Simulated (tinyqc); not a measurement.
Capacitance of parallel on-chip lines from Laplace's equation on a mesh: one step of the calculation.

Cross-section of an endless row of equal lines between two grounded planes; neighbours are driven in antiphase (+1 V and -1 V), so the plane midway between two lines is at 0 V. By symmetry one quarter is solved: x runs from the centre of a line (column 0, mirror) to that midplane (column 4, 0 V), y from the mid-height of the line (row 0, mirror) to the ground plane (row 4, 0 V). The line fills columns 0 to 2 and rows 0 to 1 at 1 V. Cells beside the line (below row 1) have e2, cells above have e1. Each link between nodes has the conductance g = mean permittivity of the two cells beside it (a cell beyond a mirror counts as 0), and the free nodes obey sum g (V_neighbour - V) = 0.

Question. Capacitance per length. C = 4 eps0 sum g (difference of V)^2 over all links (twice the energy of the four quarters, line at 1 V). Plate estimate without fringing: eps0 [2 e1 w/hd + 2 e2 t/(s/2)], w = 4 hx, t = 2 hx, s/2 = 2 hx, hd = 3 hx.

Parameters, values chosen for the exercise: relative permittivity above and below the lines e1 = 3; relative permittivity between the lines e2 = 3.9.

Constants: eps0 = 8.8541878128e-12 F/m. Results are converted to the units shown.

converged V (V):
```
	col 0	col 1	col 2	col 3	col 4
row 0	1.0000000	1.0000000	1.0000000	0.4716024	0.0000000
row 1	1.0000000	1.0000000	1.0000000	0.4432049	0.0000000
row 2	0.6318543	0.6127591	0.5313111	0.2756593	0.0000000
row 3	0.3018991	0.2878710	0.2368258	0.1281213	0.0000000
row 4	0.0000000	0.0000000	0.0000000	0.0000000	0.0000000
```

gx:
```
	col 0	col 1	col 2	col 3
row 0	1.95	1.95	1.95	1.95
row 1	3.45	3.45	3.45	3.45
row 2	3	3	3	3
row 3	3	3	3	3
row 4	1.5	1.5	1.5	1.5
```

gy:
```
	col 0	col 1	col 2	col 3	col 4
row 0	1.95	3.9	3.9	3.9	1.95
row 1	1.5	3	3	3	1.5
row 2	1.5	3	3	3	1.5
row 3	1.5	3	3	3	1.5
```

Wanted: C; plate estimate.

Answer.

C = 215.0 aF/um
plate estimate = 139.9 aF/um

tinyqc, about 1 s, one thread, Intel Xeon 2.30GHz (shared host): `OMP_NUM_THREADS=1 python tinyqc.py 2790138 2790139 out.jsonl`
